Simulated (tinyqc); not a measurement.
# Changing the donor density N

Model: Schottky barrier with interface states (Cowley-Sze model), image lowering and contact resistance. Computed by tinyqc, a small Python program. Command: `OMP_NUM_THREADS=1 python tinyqc.py 3021563 3021564 out.jsonl pinning sweep`. One thread of a shared host (Intel(R) Xeon(R) Processor @ 2.30GHz), about 0.03 s of CPU time with the checks.

An n-type semiconductor under a metal. The barrier lies between the Schottky-Mott limit phi_M - chi and the Bardeen limit E_g - E_n, E_n being the neutrality level of the interface states; the space-charge term of the full Cowley-Sze expression is left out.

Inputs (values chosen for the exercise, with gap, mass and screening modelled on ZnO):
```
quantity                                     value  unit
gap E_g                                       3.41    eV
electron affinity chi                         4.23    eV
metal work function phi_M                     4.95    eV
neutrality level E_n above the valence band    2.2    eV
optical dielectric constant eps_opt           3.66     -
dielectric constant eps_s                     8.48     -
electron mass m_e                            0.269   m_0
valleys M_c                                      1     -
temperature T                                  300     K
reverse bias V_r                               1.4     V
```

Pinning factor from: Moench relation.

Constants: k_B = 8.617333262e-05 eV/K; m_0 = 9.1093837015e-31 kg; k_B = 1.380649e-23 J/K; h = 6.62607015e-34 J s; eps_0 = 8.8541878128e-12 F/m; e = 1.602176634e-19 C; hbar = 1.054571817e-34 J s.

Method:
- S = 1/(1 + 0.1 (eps_opt - 1)^2), an empirical relation for metal-induced gap states.
- phi_B = S (phi_M - chi) + (1 - S)(E_g - E_n); the hole barrier is E_g - phi_B.
- N_c = 2 M_c (2 pi m_e k_B T/h^2)^(3/2); xi = E_c - E_F solves N = N_c F_1/2(-xi/k_B T) (bisection; full ionisation).
- F_1/2(eta) = (2/sqrt(pi)) int_0^infinity sqrt(x)/(1 + exp(x - eta)) dx, by the trapezoid rule in t = sqrt(x) with step 0.02 up to t = 12 (for eta < -12 by exp(eta) - exp(2 eta)/2^(3/2)).
- V_bi = phi_B - xi; W = sqrt(2 eps_s eps_0 (V_bi + V_r - k_B T/e)/(e N)); field at the metal E_m = e N W/(eps_s eps_0); image lowering sqrt(e E_m/(4 pi eps_s eps_0)).
- A* = 4 pi e m_e M_c k_B^2/h^3 (a simple valley count); J_s = A* T^2 exp(-phi/k_B T).
- J_0 uses phi_B; the reverse current uses phi_B less the image lowering, times 1 - exp(-V_r/k_B T).
- E_00 = (e hbar/2) sqrt(N/(m_e eps_s eps_0)), E_0 = E_00 coth(E_00/k_B T); scaling form of the contact resistivity rho_c = (k_B/(e A* T)) exp(phi_B/E_0), which is the thermionic result when E_00 << k_B T and keeps only the leading exponential of tunnelling when E_00 >> k_B T; image lowering is left out of it.

One run for each value; columns: (1) donor density N (cm^-3); (2) depletion width W (nm); (3) image lowering (eV); (4) contact resistivity rho_c (ohm cm^2); (5) E_00/k_B T; (6) thermionic reverse current (A/cm^2):
```
(1)             (2)     (3)        (4)        (5)        (6)
1.00e+15  1.398e+03  0.0225  2.844e+07  1.504e-02  2.165e-09
5.00e+15  6.316e+02  0.0338  2.814e+07  3.362e-02  3.355e-09
2.00e+16  3.184e+02  0.0480  2.702e+07  6.725e-02  5.813e-09
1.00e+17  1.438e+02  0.0722  2.184e+07  1.504e-01  1.479e-08
5.00e+17  6.492e+01  0.1084  7.871e+06  3.362e-01  6.015e-08
3.00e+18  2.681e+01  0.1707  4.959e+04  8.236e-01  6.689e-07
1.00e+19  1.484e+01  0.2319  1.948e+01  1.504e+00  7.126e-06
6.00e+19  6.252e+00  0.3687  1.423e-04  3.683e+00  1.415e-03
3.00e+20  3.012e+00  0.5722  6.783e-07  8.236e+00  3.715e+00
```

Describe and explain the trends.

Over the rows, depletion width W (nm) falls from 1400 to 3.01 (exponent d ln y / d ln x -0.49 between the first rows and -0.45 between the last); image lowering (eV) rises from 0.0225 to 0.572 (exponent d ln y / d ln x 0.25 between the first rows and 0.27 between the last); contact resistivity rho_c (ohm cm^2) falls from 2.84e7 to 6.78e-7 (exponent d ln y / d ln x -0.0067 between the first rows and -3.3 between the last). The exponent of depletion width W stays between -0.49 and -0.45, near -0.50: W goes as N^(-1/2). The exponent of image lowering stays between 0.25 and 0.27, near 0.25: the lowering goes as the root of the field, N^(1/4). At the low end the exponent of contact resistivity rho_c is -0.01, close to 0: thermionic emission does not depend on doping.

Caution (rows 5.00e17, 3.00e18, 1.00e19, 6.00e19, 3.00e20): E_00 = (e hbar/2) sqrt(N/(m_e eps_s eps_0)) is above 0.3 k_B T, so tunnelling through the barrier adds to the thermionic currents, most of all under reverse bias. Caution (rows 3.00e18, 1.00e19, 6.00e19, 3.00e20): the semiconductor is degenerate: the k_B T/e term in W and the parabolic band are then rough. Caution (rows 3.00e18, 1.00e19, 6.00e19, 3.00e20): outside the thermionic regime the prefactor of rho_c is only an order-of-magnitude estimate. Caution (rows 1.00e19, 6.00e19, 3.00e20): the field is near or above breakdown for such a gap, so avalanche or tunnelling current would take over. Caution (rows 6.00e19, 3.00e20): the image lowering is a large part of the barrier, so these depletion and emission formulas are rough. Caution (rows 6.00e19, 3.00e20): the field is near breakdown.

Extremes, crossings and ranges named in words are read from the listed rows.
